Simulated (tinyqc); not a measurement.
Pelgrom slope, floor and doping from two device sizes.

Problem. s^2 = A^2/(L W) + s0^2, with s0 independent of size and A = (q/Cox) sqrt(Na Wd/3) from random dopants alone, Cox = 3.9 eps0/ti. Find A, s0 and Na.

Values chosen for this exercise: oxide-equivalent thickness in inversion ti = 2.2 nm.

Constants: q = 1.602176634e-19 C, eps0 = 8.8541878128e-14 F/cm where lengths are in cm. Results are converted to the units shown.

s for gate areas 0.0025 and 0.075 um^2 (mV): 22.0835799  4.72205640
Wd = 35.7262359 nm

Solution. s^2 is linear in 1/area: slope A^2, intercept s0^2.

A = 1.10 mV um
s0 = 2.50 mV
Na = 9.70e17 cm^-3

Program tinyqc, `OMP_NUM_THREADS=1 python tinyqc.py 2090115 2090116 out.jsonl`; Intel Xeon 2.30GHz, shared host, one thread, about 0.01 s.
